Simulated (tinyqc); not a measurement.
# Surface potential of a MOS transistor: implicit equation and explicit approximations: two studies

p-type body, charge-sheet picture, depletion and inversion only, full ionisation (an idealisation for deep acceptors), Boltzmann statistics (rough once Na exp(x - xn) passes about Nc/7). In units of Vt: xg = (Vg - Vfb)/Vt, x = psi/Vt, G = gamma/sqrt(Vt), xn = (2 phiF + Vc)/Vt. The implicit equation is (xg - x)^2 = G^2 [x - 1 + exp(x - xn)] for x above about 3. Cox = eps0 eox/tox.

Inputs (values chosen for the exercise); band and dielectric values those of a made-up semiconductor: temperature T = 250 K; band gap Eg = 1.41 eV; relative permittivity eps_r = 9.44; conduction-band density of states at T Nc = 1.73e19 cm^-3; valence-band density of states at T Nv = 1.51e19 cm^-3; relative permittivity of the gate insulator (close to hafnium oxide) eox = 21.4; insulator thickness tox = 42 nm; acceptor density Na = 3.1e16 cm^-3; flat-band voltage Vfb = -0.39 V; channel-body voltage Vc = 0 V; gate-body voltage Vg = 1.33 V.

Constants: q = 1.602176634e-19 C, kB = 1.380649e-23 J/K, Vt = kB T/q, eps0 = 8.8541878128e-14 F/cm where lengths are in cm. Results are converted to the units shown.

Each table varies one quantity; the others keep the values above.

## Accuracy of the approximations against gate voltage

ni = sqrt(Nc Nv) exp(-Eg/(2 Vt)), Eg in volts; phiF = Vt ln(Na/ni); gamma = sqrt(2 q eps0 eps_r Na)/Cox; VT = Vfb + Vt (xn + G sqrt(xn - 1)). Depletion value a = 1 + [sqrt(G^2/4 + xg - 1) - G/2]^2; inversion value b = xn + ln[(xg - xn)^2/G^2 - xn + 1] and first guess y = min(a, b) - ln(1 + exp(-|a - b|)) if a > xn + 1, else b = y = a; one second-order correction with D = exp(y - xn), p = 2 (xg - y) + G^2 (1 + D), w = (xg - y)^2 - G^2 (y - 1 + D): z = y + 2 w/(p + sqrt(p^2 - 2 (2 - G^2 D) w)), or the Newton step z = y + w/p where the root is not real. N_inv = (Cox Vt G/q) [sqrt(x - 1 + exp(x - xn)) - sqrt(x - 1)] at the root. Lambert form (Cox m Vt/q) W0[(G/(2 m sqrt(xn - 1))) exp((Vg - VT)/(m Vt))], m = 1 + G/(2 sqrt(xn - 1)). Errors under 1e-4 mV, and the linear form below VT, are printed as 0.

Result of one run:

| Vg (V) | psi (V) | x - xn | error of y (mV) | error of z (mV) | N_inv (cm^-2) | Cox (Vg - VT)/q (cm^-2) | Lambert form (cm^-2) |
|---|---|---|---|---|---|---|---|
| 0.56 | 0.77471 | -16.976 | 0 | 0 | 299.40 | 0 | 212.29 |

What becomes of these results when the gate-body voltage Vg is changed from 0.56 to 1.16 V, all else the same?

Result of the changed run:

| Vg (V) | psi (V) | x - xn | error of y (mV) | error of z (mV) | N_inv (cm^-2) | Cox (Vg - VT)/q (cm^-2) | Lambert form (cm^-2) |
|---|---|---|---|---|---|---|---|
| 1.16 | 1.2290 | 4.1135 | 17.0 | 4.62 | 2.7879e11 | 5.5169e11 | 2.9132e11 |

The whole series:

| Vg (V) | psi (V) | x - xn | error of y (mV) | error of z (mV) | N_inv (cm^-2) | Cox (Vg - VT)/q (cm^-2) | Lambert form (cm^-2) |
|---|---|---|---|---|---|---|---|
| 0.56 | 0.77471 | -16.976 | 0 | 0 | 299.40 | 0 | 212.29 |
| 0.76 | 0.95487 | -8.6132 | 3.70e-4 | 0 | 1.1522e6 | 0 | 1.0171e6 |
| 0.96 | 1.1352 | -0.24098 | 1.47 | 0 | 4.5447e9 | 0 | 4.5507e9 |
| 1.16 | 1.2290 | 4.1135 | 17.0 | 4.62 | 2.7879e11 | 5.5169e11 | 2.9132e11 |
| 1.36 | 1.2566 | 5.3922 | 11.3 | -0.867 | 7.5729e11 | 1.1149e12 | 7.8833e11 |
| 1.56 | 1.2727 | 6.1397 | 8.67 | -0.332 | 1.2710e12 | 1.6780e12 | 1.3174e12 |
| 1.76 | 1.2843 | 6.6773 | 7.17 | -0.174 | 1.7986e12 | 2.2412e12 | 1.8577e12 |
| 1.96 | 1.2934 | 7.0995 | 6.17 | -0.106 | 2.3339e12 | 2.8043e12 | 2.4037e12 |
| 2.16 | 1.3009 | 7.4478 | 5.44 | -0.0702 | 2.8740e12 | 3.3675e12 | 2.9532e12 |

psi rises from 0.775 to 1.30 V and ends 7.4 Vt above 2 phiF + Vc. Among the rows the first guess is off by at most 17 mV (at Vg = 1.16 V) and the corrected value by at most 4.6 mV. In the last row the linear form is 17 % above N_inv and the Lambert form 2.8 % above it; in the first row the Lambert form is 29 % below it. For Vg = 1.36, 1.56, 1.76, 1.96, 2.16 the electron quasi-Fermi level lies less than 2 Vt below the band edge at the surface, or above it, where degeneracy and confinement, left out, matter.

## Effect of the insulator thickness at fixed gate voltage

Same model as above.

Effect of the insulator thickness at fixed gate voltage:

| tox (nm) | psi (V) | x - xn | error of y (mV) | error of z (mV) | N_inv (cm^-2) | Cox (Vg - VT)/q (cm^-2) | Lambert form (cm^-2) |
|---|---|---|---|---|---|---|---|
| 14 | 1.301 | 7.460 | 14.4 | -2.84 | 2.895e12 | 4.294e12 | 3.114e12 |
| 19 | 1.289 | 6.883 | 13.4 | -1.89 | 2.044e12 | 3.006e12 | 2.177e12 |
| 26 | 1.276 | 6.270 | 12.5 | -1.37 | 1.385e12 | 2.035e12 | 1.461e12 |
| 36 | 1.261 | 5.594 | 12.0 | -1.10 | 8.749e11 | 1.302e12 | 9.148e11 |
| 49 | 1.246 | 4.878 | 12.0 | -1.07 | 5.160e11 | 7.972e11 | 5.356e11 |
| 67 | 1.226 | 3.974 | 13.1 | -1.50 | 2.477e11 | 4.214e11 | 2.555e11 |
| 92 | 1.193 | 2.441 | 12.1 | -0.754 | 6.188e10 | 1.434e11 | 6.334e10 |
| 130 | 1.077 | -2.930 | 0.268 | 0 | 3.181e8 | 0 | 3.063e8 |

As tox goes from 14 to 130, psi falls from 1.30 to 1.08 V, x - xn falls from 7.46 to -2.93 and N_inv falls from 2.89e12 to 3.18e8 cm^-2. The Lambert form lies between 0.963 and 1.08 times N_inv. For tox = 14, 19, 26, 36, 49 the electron quasi-Fermi level lies less than 2 Vt below the band edge at the surface, or above it, where degeneracy and confinement, left out, matter.

tinyqc, about 0.01 s, one thread, Intel Xeon 2.30GHz (shared host): `OMP_NUM_THREADS=1 python tinyqc.py 2122155 2122156 out.jsonl`
